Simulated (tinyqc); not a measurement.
Threshold spread from leakage statistics.

Inverse problem. VT is Gaussian with standard deviation s and Ioff goes as exp(-VT/(n Vt)), so Ioff is log-normal: mean/median = exp(w^2/2) with w = s/(n Vt). Find w, s, the relative standard deviation sqrt(exp(w^2) - 1) and the share of devices that leak more than the mean, erfc(w/(2 sqrt(2)))/2.

Inputs (values chosen for the exercise): temperature T = 300 K; subthreshold factor n = 1.1.

Constants: q = 1.602176634e-19 C, kB = 1.380649e-23 J/K, Vt = kB T/q. Results are converted to the units shown.

mean/median of the off current = 1.1900018

Answer. w = sqrt(2 ln(mean/median)); the mean lies w/2 standard deviations out in ln Ioff.

w = 0.590
s = 16.8 mV
relative standard deviation = 0.645
share above the mean = 38.4 %

Numbers from tinyqc (`OMP_NUM_THREADS=1 python tinyqc.py 2090013 2090014 out.jsonl`; about 0.01 s on one thread of a shared Intel Xeon 2.30GHz).
